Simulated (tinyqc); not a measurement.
p-n diode with diffusion and depletion-layer recombination: one step of the calculation.

Abrupt junction in the depletion approximation, low injection, full ionisation, neutral widths fixed, ohmic contact on the p side. Vj is the junction voltage; where a series resistance Rs is given, V = Vj + J Rs is the terminal voltage.

Question. New Vj. Diffusion current alone: J = J0 (exp(Vj/Vt) - 1), g = Vj + J Rs - V, g' = 1 + Rs J0 exp(Vj/Vt)/Vt, Vj(new) = Vj - g/g'.

Parameters, values chosen for the exercise; band and dielectric values close to those of silicon:
- T = 293 K (temperature)
- Rs = 0.002 ohm cm^2 (series resistance)
- V = 1.13 V (terminal voltage)

Constants: q = 1.602176634e-19 C, kB = 1.380649e-23 J/K, Vt = kB T/q. Results are converted to the units shown.

Vj after iteration 1 = 0.79080795 V
J0 = J0n + J0p = 7.0103296e-12 A/cm^2

Find: J; g; g'; Vj after iteration 2.

Answer.

J = 280.62 A/cm^2
g = 0.22204 V
g' = 23.228
Vj after iteration 2 = 0.78125 V

tinyqc, about 0.01 s, one thread, Intel Xeon 2.30GHz (shared host): `OMP_NUM_THREADS=1 python tinyqc.py 2260007 2260008 out.jsonl`
